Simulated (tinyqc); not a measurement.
# Inputs raised by 5 %, one at a time

Model: Haynes-Shockley experiment: drift, diffusion and decay of a minority-carrier pulse. Computed by tinyqc, a small Python program. Command: `OMP_NUM_THREADS=1 python tinyqc.py 3110349 3110350 out.jsonl haynes sens`. One thread of a shared host (Intel(R) Xeon(R) Processor @ 2.30GHz), about 0.01 s of CPU time with the checks.

A thin sheet of excess carriers is made at x = 0, t = 0 in a long uniform bar; injection is low, so the pulse moves with the minority mobility.

Inputs (values chosen for the exercise, modelled on electrons in p-type silicon in a lightly doped bar):
```
quantity                       value         unit
minority mobility mu            1490   cm^2/(V s)
lifetime tau                      60  microsecond
temperature T                    250            K
field F                          3.6         V/cm
distance d to the collector        1           cm
injected sheet density N0    1.1e+10       1/cm^2
```

Constants: k_B = 8.617333262e-05 eV/K.

Method:
- D = mu k_B T/e, v = mu F.
- Transit time d/v, diffusion length sqrt(D tau), drift length v tau, Peclet number v d/D = e F d/(k_B T).
- dn(x, t) = N0/sqrt(4 pi D t) exp(-(x - v t)^2/(4 D t) - t/tau).
- At fixed x the signal peaks where d ln(dn)/dt = 0: a t^2 + t/2 - x^2/(4 D) = 0 with a = v^2/(4 D) + 1/tau.
- The full width at half maximum is found by solving dn(x, t) = peak/2 on both sides of the peak.
- With w the full width at half maximum: mu = d/(F t_p); D = (w d)^2/(16 ln2 t_p^3); Einstein ratio D/mu against k_B T/e.

Runs; columns: (1) input moved; (2) from; (3) to; (4) time of the peak t_p (microsecond); (5) peak density (1/cm^3); (6) width at half maximum (microsecond); (7) apparent D (cm^2/s):
```
(1)                                     (2)        (3)     (4)         (5)     (6)     (7)
base run                                  -          -  178.82  1.9341e+09  45.340  32.415
minority mobility mu (cm^2/(V s))      1490     1564.5  170.59  2.2293e+09  43.288  34.036
lifetime tau (microsecond)               60         63  179.12  2.2293e+09  45.453  32.416
temperature T (K)                       250      262.5  178.47  1.8944e+09  46.331  34.052
field F (V/cm)                          3.6       3.78  170.90  2.2771e+09  42.352  32.401
distance d to the collector (cm)          1       1.05  187.82  1.6203e+09  46.468  32.400
injected sheet density N0 (1/cm^2)  1.1e+10  1.155e+10  178.82  2.0308e+09  45.340  32.415
```

Exponents ln(y'/y) / ln(x'/x):
```
input                        time of the peak t_p  peak density  width at half maximum  apparent D
minority mobility mu                       -0.966         2.911                 -0.949       1.000
lifetime tau                                0.034         2.911                  0.051       0.000
temperature T                              -0.041        -0.426                  0.443       1.010
field F                                    -0.929         3.346                 -1.397      -0.009
distance d to the collector                 1.006        -3.628                  0.504      -0.010
injected sheet density N0                   0.000         1.000                  0.000       0.000
```

Among the inputs moved here: time of the peak t_p answers most in size to distance d to the collector (exponent +1.006), next to minority mobility mu (-0.966); its exponent is below 0.0005 for injected sheet density N0. Peak density answers most in size to distance d to the collector (exponent -3.628), next to field F (+3.346). Its exponent +1.000 in injected sheet density N0: the equation is linear. Width at half maximum answers most in size to field F (exponent -1.397), next to minority mobility mu (-0.949); its exponent is below 0.0005 for injected sheet density N0. Its exponent +0.504 in distance d to the collector: the spread grows as sqrt(t). Apparent D answers most in size to temperature T (exponent +1.010), and about equally to minority mobility mu (+1.000); its exponent is below 0.0005 for lifetime tau, injected sheet density N0.

Extremes, crossings and ranges named in words are read from the listed rows.
